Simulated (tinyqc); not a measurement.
Deep-level transient spectroscopy (DLTS) of one majority-carrier trap: one step, computed by the program tinyqc. Command: `OMP_NUM_THREADS=1 python tinyqc.py 3023381 3023382 out.jsonl dlts walk`. One thread of a shared host (Intel(R) Xeon(R) Processor @ 2.30GHz), about 0.07 s of CPU time with the checks.

A filling pulse loads the traps in a one-sided junction; under reverse bias they empty at the rate e, and the capacitance relaxes as C(t) = C_0 - dC exp(-e t). The signal is S = [C(t_2) - C(t_1)]/dC.

Question. Peaks for six windows. e = g sigma v N_b exp(-E/k_B T), v = sqrt(3 k_B T/m), N_b = 2 M (2 pi m k_B T/h^2)^(3/2), sigma = sigma_0, E = E_t. S(e) = exp(-e t_1) - exp(-e t_2) peaks at the rate window e_0 = ln(t_2/t_1)/(t_2 - t_1). t_1 is scaled by 0.1, 0.3, 1, 3, 10 and 30 at fixed t_2/t_1; each T_p by bisection.

Inputs (values chosen for the exercise, with mass and screening modelled on silicon):
```
quantity                    value  unit
density-of-states mass m    0.813   m_0
valleys M                       1     -
trap depth E_t              0.235    eV
cross-section sigma_0     2.8e-14  cm^2
degeneracy ratio g              1     -
gate time t_1               0.001     s
ratio t_2/t_1                 2.5     -
```

Carriers: holes. Extra term: none.

Constants: k_B = 8.617333262e-05 eV/K; k_B = 1.380649e-23 J/K; m_0 = 9.1093837015e-31 kg; h = 6.62607015e-34 J s.

Give: Arrhenius data.

Answer.

Arrhenius data:
```
t_1 (s)  e_0 (1/s)  T_p (K)  1/(k_B T_p) (1/eV)  ln(e_0/T_p^2)
0.0001        6109    141.3                82.1         -1.184
0.0003        2036    134.3                86.4         -2.182
0.0010         611    127.4                91.1         -3.280
0.0030         204    121.7                95.4         -4.287
0.0100          61    116.0               100.1         -5.394
0.0300          20    111.2               104.4         -6.409
```
